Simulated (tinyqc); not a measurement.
Donors with valley-orbit split 1s states: one step. Partition sums of the neutral donor. Two cases, with inputs chosen for the exercise.

Problem. Give each term g exp(E/kT), W_s, and the effective degeneracy W_s exp(-E_ground/kT).

Each donor binds at most one electron, in any of its states. For a site s, W_s = sum over its states of g exp(E/kT), and the ionised share is 1/(1 + W_s exp(eta)), eta = (EF - Ec)/kT; n = Nc F_1/2(eta); neutrality n + NA = ND x (mean ionised share); holes are neglected. Nc from N = 2 (m kB T/(4 pi c))^(3/2) with c = hbar^2/2m0, in 1/angstrom^3; times 1e24 for 1/cm^3, m = md. F_j(eta) = (1/Gamma(j + 1)) integral_0^infinity x^j dx/(1 + exp(x - eta)), which tends to exp(eta) for eta << 0.

Constants: hbar^2/2m0 = 3.80998211 eV angstrom^2; kB = 8.617333262e-05 eV/K.

Give: Nc; terms; W_s; effective degeneracy.

Case 1.

Values chosen (near those of Sb in Si; shifted at random, so the results belong to these values and not to a real crystal): md = 1.077 m0 (density-of-states mass of the conduction band); E = (41.9, 32.3, 29.8) meV (binding energies of 1s(A1), 1s(T2), 1s(E)); g = (2, 6, 4) (their degeneracies with spin); T = 250 K.

Solution.

Nc = 2.1337e+19 1/cm^3

terms: 1s(A1) 13.99, 1s(T2) 26.87, 1s(E) 15.95

W_s: donor 56.809

effective degeneracy: donor 8.124

Case 2.

Values chosen (near those of P in Si; shifted at random, so the results belong to these values and not to a real crystal): md = 1.067 m0 (density-of-states mass of the conduction band); E = (47, 35.1, 33.5) meV (binding energies of 1s(A1), 1s(T2), 1s(E)); g = (2, 6, 4) (their degeneracies with spin); T = 300 K.

Solution.

Nc = 2.7658e+19 1/cm^3

terms: 1s(A1) 12.32, 1s(T2) 23.32, 1s(E) 14.62

W_s: donor 50.260

effective degeneracy: donor 8.159

The ground state alone would give 2 and all states together 12; here the excited states hold 75 % of the bound electrons.

Computed by tinyqc, one run a case: `OMP_NUM_THREADS=1 python tinyqc.py N N+1 out.jsonl` with N = 1652122, 1652271; one thread of a shared Intel(R) Xeon(R) Processor @ 2.30GHz, about 0.02 s a run at most.
